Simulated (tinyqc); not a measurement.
Hall factor, magnetoresistance and optical conductivity for a power-law relaxation time: one step, computed by the program tinyqc. Command: `OMP_NUM_THREADS=1 python tinyqc.py 3000799 3000800 out.jsonl magneto walk`. One thread of a shared host (Intel(R) Xeon(R) Processor @ 2.30GHz), about 0.01 s of CPU time with the checks.

One spherical parabolic band, tau(E) = tau_0 x^s with x = E/(k_B T). Landau quantisation is left out.

Problem. Density and moments of tau. <y> = int y x^(3/2) f (1 - f) dx / int x^(3/2) f (1 - f) dx, f = 1/(1 + exp(x - eta)). Integrals over x = E/(k_B T) use 160 Gauss-Legendre points in u = sqrt(x) from 0 to sqrt(max(eta, 0) + 45). n = (2 m k_B T)^(3/2)/(3 pi^2 hbar^3) int x^(3/2) f (1 - f) dx; moments in units of tau_0.

Inputs (values chosen for the exercise, with a mass close to that of holes in silicon):
```
quantity,value,unit
effective mass m,0.42,m_0
exponent s,-0.25,-
reduced Fermi level eta,1.9,-
temperature T,100,K
```

Constants: m_0 = 9.1093837015e-31 kg; k_B = 1.380649e-23 J/K; hbar = 1.054571817e-34 J s.

Give: density n; <tau>/tau_0; <tau^2>/tau_0^2; <tau^3>/tau_0^3; <1/tau> tau_0.

Solution.

density n = 3.522e+18 1/cm^3

<tau>/tau_0 = 0.7504

<tau^2>/tau_0^2 = 0.5726

<tau^3>/tau_0^3 = 0.4452

<1/tau> tau_0 = 1.353
